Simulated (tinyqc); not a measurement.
Boltzmann transport in a parabolic band with a power-law relaxation time, step by step. Values are carried at full precision from step to step, so a last printed digit may differ when a step is redone from the rounded ones.

F_j(eta) = (1/Gamma(j + 1)) integral_0^infinity x^j dx/(1 + exp(x - eta)), which tends to exp(eta) for eta << 0.

n = N F_1/2(eta) with N = 2 (m kB T/(4 pi c))^(3/2) with c = hbar^2/2m0, in 1/angstrom^3; times 1e24 for 1/cm^3, m = md.

Constants: hbar^2/2m0 = 3.80998211 eV angstrom^2; kB = 8.617333262e-05 eV/K.

Parameters, chosen for this exercise (masses near those of Si; tau0 is set for a mobility of the usual size at this n, kL is a free input; freeze-out and phonon drag, which matter near 77 K, are left out; not measured data):
- n = 1.4e+18 1/cm^3 (electron density)
- md = 1.058 m0 (density-of-states mass)
- T = 300 K
- r = 0.5 (exponent of tau)
- tau0 = 29 fs (tau at E = kT)
- mc = 0.2551 m0 (conductivity mass)
- kL = 3.2 W/(m K) (lattice thermal conductivity)

## Reduced Fermi level

Solve for eta.

N = 2.731e+19 1/cm^3
eta = -2.9526

## Integrals for r = 0.5 (polar optical or piezoelectric scattering)

tau = tau0 x^r with x = E/kT. With K_j = Gamma(j + 1) F_j(eta): <tau> = tau0 (r + 3/2) K_(r+1/2)/((3/2) K_(1/2)); mu = <tau>/(mc m0/e), m0/e = 5.685630e-12 kg/C; Hall factor rH = (3/2) K_(1/2) (2r + 3/2) K_(2r+1/2)/((r + 3/2) K_(r+1/2))^2; Seebeck S = -(kB/e) [(r + 5/2) K_(r+3/2)/((r + 3/2) K_(r+1/2)) - eta]; Lorenz number L = (kB/e)^2 [(r + 7/2) K_(r+5/2)/((r + 3/2) K_(r+1/2)) - ((r + 5/2) K_(r+3/2)/((r + 3/2) K_(r+1/2)))^2]; kB/e in V/K. Valley anisotropy is left out of rH.

Evaluate F_j and K_j for j = 1/2, r + 1/2, r + 3/2, r + 5/2 and 2r + 1/2 (each value once).

F_j and K_j:
```
j         F_j       K_j
0.5  0.051266  0.045433
1.0  0.051537  0.051537
2.0  0.051867   0.10373
3.0  0.052034   0.31221
1.5  0.051730  0.068767
```

## Transport coefficients

Form the ratios; u is the mean energy carried, in kT.

<tau>/tau0 = 1.512
rH = 1.103
u = 3.019
S = -514.6 microvolt/K
L = 2.228 1e-8 W ohm/K^2

The non-degenerate limits are rH = 1.104, u = r + 5/2 = 3 and L = (r + 5/2)(kB/e)^2 = 2.228; the degenerate ones are rH = 1 and L = 2.443.

## Mobility, conductivity and figure of merit

mu = <tau>/(mc m0/e) with m0/e = 5.685630e-12 kg/C; sigma = e n mu, e = 1.602176634e-19 C; Hall mobility rH mu; power factor S^2 sigma; ZT = S^2 sigma T/(kL + L sigma T), all in SI units.

mu = 302 cm^2/(V s)
Hall mobility = 333 cm^2/(V s)
sigma = 67.8 S/cm
power factor = 1.80 mW/(m K^2)
electronic thermal conductivity = 0.0453 W/(m K)
ZT = 0.17

A Hall measurement read with rH = 1 would give a density of 1.27e+18 1/cm^3. Electrons carry 1.4 % of the heat. kL is far below that of crystalline Si, so ZT is too high for it.

## Checks

- Seebeck coefficient against direct integration over -df/dE (microvolt/K): both -514.6.

Program tinyqc; command `OMP_NUM_THREADS=1 python tinyqc.py 1650508 1650509 out.jsonl`; about 0.01 s on one thread of a shared Intel(R) Xeon(R) Processor @ 2.30GHz.
